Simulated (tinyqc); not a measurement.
The 3-omega method: a line heater on a substrate with a thin film: one step, computed by the program tinyqc.

A current at angular frequency omega = 2 pi f heats the line at 2 omega with the amplitude P per length; the temperature swing Delta T at 2 omega gives a voltage at 3 omega. The substrate is taken as semi-infinite and isotropic, and the heat capacity of heater and film is left out.

Task: Temperature swing of the bare substrate. Delta T_s = (P/(pi kappa)) int_0^infinity (sin x/x)^2 / sqrt(x^2 + (q b)^2) dx with (q b)^2 = i |q b|^2, averaged over the heater width (12 Gauss-Legendre points on each of the pieces 0, 14 log-spaced edges from 1e-5 to 1, and multiples of pi to 40 pi; the tail adds 1/(4 (40 pi)^2)). For |q| b much below 1: Delta T_s = (P/(pi kappa)) [-ln(|q| b) + eta - i pi/4], eta = 3/2 - C_E = 0.92278, with Euler's C_E = 0.5772157.

Inputs (values chosen for the exercise, modelled on a phase-change telluride on silica):
```
quantity                      value           unit
substrate conductivity kappa   1.41        W/(m K)
substrate heat capacity C      1.59  1e6 J/(m^3 K)
heater half-width b             8.8     micrometre
power amplitude per length P    1.6            W/m
current frequency f              24             Hz
```

|q| b = 0.1622864

Give: in-phase Delta T_s; out-of-phase Delta T_s; in-phase, narrow-line form; out-of-phase, narrow-line form.

Result:

in-phase Delta T_s = 0.9914 K

out-of-phase Delta T_s = -0.2792 K

in-phase, narrow-line form = 0.9901 K

out-of-phase, narrow-line form = -0.2837 K

The narrow-line form misses the in-phase part by -0.12 % and the out-of-phase part by +1.6 % at |q| b = 0.162.
